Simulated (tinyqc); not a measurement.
Neighbouring tubes: carbon nanotube by zone folding.

Circumference C = n a1 + m a2, a = sqrt3 acc; d = a sqrt(n^2 + nm + m^2)/pi; tan(theta) = sqrt3 m/(2n + m); dR = gcd(2n + m, 2m + n); T = t1 a1 + t2 a2 with t1 = (2m + n)/dR, t2 = -(2n + m)/dR, |T| = sqrt3 pi d/dR; N = 2 (n^2 + nm + m^2)/dR hexagons a cell. On cutting line mu = 0 to N - 1 at x = k|T|/(2 pi) the phases are p1 = 2 pi (-t2 mu + m x)/N, p2 = 2 pi (t1 mu - n x)/N, and E = -/+ t |1 + exp(i p1) + exp(i p2)|.

Inputs chosen for the exercise (near those used for carbon; not measured data): n = 5 (chiral index); m = 1 (chiral index); t = 2.64 eV (hopping); acc = 1.42 angstrom (bond length).

Diameter, chiral angle and twice the lowest band edge.

Results for these values:
```
case  d (angstrom)  theta (deg)  gap (eV)
base         4.359         8.95    1.6236
```

What happens to each result for n = 6, all else kept?

Answer: d rises from 4.359 to 5.134; theta falls from 8.95 to 7.59; gap falls from 1.6236 to 1.5137.

The same for each parameter in turn:
```
case                 d (angstrom)  theta (deg)  gap (eV)
base                        4.359         8.95    1.6236
n = 6                       5.134         7.59    1.5137
m = 2                       4.889        16.10    0.0000
t = 2.772 eV                4.359         8.95    1.7048
acc = 1.46 angstrom         4.482         8.95    1.6236
```

In zone folding the gap does not depend on acc at fixed (n, m); a step in n or m changes (n - m) mod 3 and closes the gap where that becomes zero.

(tinyqc, `OMP_NUM_THREADS=1 python tinyqc.py 1481888 1481889 out.jsonl`, Intel(R) Xeon(R) Processor @ 2.30GHz, 1 thread, shared host, about 0.02 s.)
